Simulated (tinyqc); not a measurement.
Interfaces: Cahn-Hilliard equation on a periodic one-dimensional grid. Computed by tinyqc, a small Python program. Command: `OMP_NUM_THREADS=1 python tinyqc.py 3007637 3007638 out.jsonl cahn walk`. One thread of a shared host (Intel(R) Xeon(R) Processor @ 2.30GHz), about 0.1 s of CPU time with the checks.

Free energy F = h sum_j [A (c_j^2 - 1)^2/4 + (kappa/2) ((c_(j+1) - c_j)/h)^2]; dc/dt = Lap(mu), mu = A (c^3 - c) - kappa Lap(c), Lap(y)_j = (y_(j+1) - 2 y_j + y_(j-1))/h^2, mobility 1; the grid has n = 12 points.

Inputs (values chosen for the exercise, in reduced units): spacing h = 0.91; well depth A = 0.69; gradient coefficient kappa = 1.2; mean composition c0 = -0.0014; noise amplitude = 0.02; time step dt = 0.036; end time = 100.

Scheme: semi-implicit Fourier.

Method:
- Start: c_j = c0 + amplitude x (z_j - mean of z).
- With Fourier components y_m = sum_j y_j exp(-2 pi i j m/n): c_m(new) = [c_m - dt lambda_m N_m]/(1 + dt kappa lambda_m^2), N = A (c^3 - c), lambda_m = (4/h^2) sin^2(pi m/n).
- Run to the end time; break off if |c| exceeds 3 or F has risen by more than 1e-9 in more than 30 steps. Domains = stretches with c > c0.
- Continuum wall between c = -1 and +1: c = tanh(x/w), w = sqrt(2 kappa/A), energy s = (2/3) sqrt(2 kappa A). With two walls per domain, the estimate of F at the end is 2 x domains x s. Volume fraction of the +1 phase by the lever rule: (1 + c0)/2.

random numbers: [0.260, 0.971, -0.215, 0.278, -0.281, -0.316, -0.894, -0.070, 0.721, 0.942, 0.993, 0.075]

Course:
```
step        t        F      min c     max c  domains
0       0.000  1.88452  -0.023387  0.014353        3
56      2.016  1.88354  -0.015969  0.011910        1
139     5.004  1.88341  -0.019594  0.016648        1
278    10.008  1.88295  -0.030829  0.028030        1
417    15.012  1.88174  -0.049153  0.046360        1
556    20.016  1.87859  -0.078718  0.075936        1
833    29.988  1.85146  -0.198291  0.195604        1
1111   39.996  1.74669  -0.435146  0.432828        1
1528   55.008  1.64010  -0.702709  0.700892        1
1945   70.020  1.63755  -0.737525  0.735766        1
2361   84.996  1.63754  -0.739699  0.737943        1
2778  100.008  1.63754  -0.739820  0.738065        1
```

F at the end = 1.63754

c at the end: [0.596838, 0.272470, -0.172195, -0.537490, -0.720984, -0.739820, -0.599381, -0.276256, 0.168193, 0.534645, 0.719115, 0.738065]

wall half width w = 1.8650

wall energy s = 0.85790

estimate of F = 1.7158

volume fraction = 0.4993

w/h = 2.0495

What does the comparison show, and why?

The run ends at F = 1.6375, 0.95 of the estimate: close to it, but the extremes of c are -0.740 and 0.738.
